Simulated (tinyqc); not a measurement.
Haynes-Shockley experiment: drift, diffusion and decay of a minority-carrier pulse: one step, computed by the program tinyqc. Command: `OMP_NUM_THREADS=1 python tinyqc.py 3110194 3110195 out.jsonl haynes walk`. One thread of a shared host (Intel(R) Xeon(R) Processor @ 2.30GHz), about 0.01 s of CPU time with the checks.

A thin sheet of excess carriers is made at x = 0, t = 0 in a long uniform bar; injection is low, so the pulse moves with the minority mobility.

Question. The signal at the collector. dn(x, t) = N0/sqrt(4 pi D t) exp(-(x - v t)^2/(4 D t) - t/tau). At fixed x the signal peaks where d ln(dn)/dt = 0: a t^2 + t/2 - x^2/(4 D) = 0 with a = v^2/(4 D) + 1/tau. The full width at half maximum is found by solving dn(x, t) = peak/2 on both sides of the peak.

Inputs (values chosen for the exercise, modelled on electrons in p-type silicon in a lightly doped bar):
```
quantity                     value         unit
lifetime tau                   140  microsecond
temperature T                  300            K
distance d to the collector   0.33           cm
injected sheet density N0    1e+10       1/cm^2
```

drift velocity v = 11036 cm/s

D = 32.05648 cm^2/s

Give: time of the peak t_p; peak density; width at half maximum.

Answer.

time of the peak t_p = 29.53 microsecond

peak density = 7.392e+10 1/cm^3

width at half maximum = 9.237 microsecond
